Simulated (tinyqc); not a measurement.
Capacitance measurement on a leaky thin oxide: effects of series resistance and leakage: one step of the calculation.

The device is a capacitance C in parallel with a leakage conductance G, in series with Rs and Ls. An impedance meter reports either a parallel pair (Cp, Gp) from Y = 1/Z = Gp + i w Cp or a series pair (Cs, Rm) from Z = Rm + 1/(i w Cs); w = 2 pi f, dissipation D = Gp/(w |Cp|).

Question. True capacitance and conductance. EOT = 3.9 tox/eox; CET = EOT + zc + zp; C = 3.9 eps0 A/CET; G = Jg A/Vs.

Inputs (values chosen for the exercise); values of the order met in thin-oxide MOS capacitors: relative permittivity of the gate insulator (close to silicon dioxide) eox = 3.9; insulator thickness tox = 1.1 nm; gate area A = 10000 um^2; oxide-equivalent thickness added by the accumulation layer zc = 0.6 nm; oxide-equivalent thickness added by gate depletion zp = 0.15 nm; gate leakage current density, not matched to the thickness Jg = 0.0082 A/cm^2; voltage for an e-fold rise of the leakage Vs = 0.32 V.

Constants: eps0 = 8.8541878128e-14 F/cm where lengths are in cm. Results are converted to the units shown.

Find: EOT; CET; C; G.

Answer.

EOT = 1.1000 nm
CET = 1.8500 nm
C = 186.66 pF
G = 2.5625 uS

Program tinyqc, `OMP_NUM_THREADS=1 python tinyqc.py 2022063 2022064 out.jsonl`; Intel Xeon 2.30GHz, shared host, one thread, about 0.01 s.
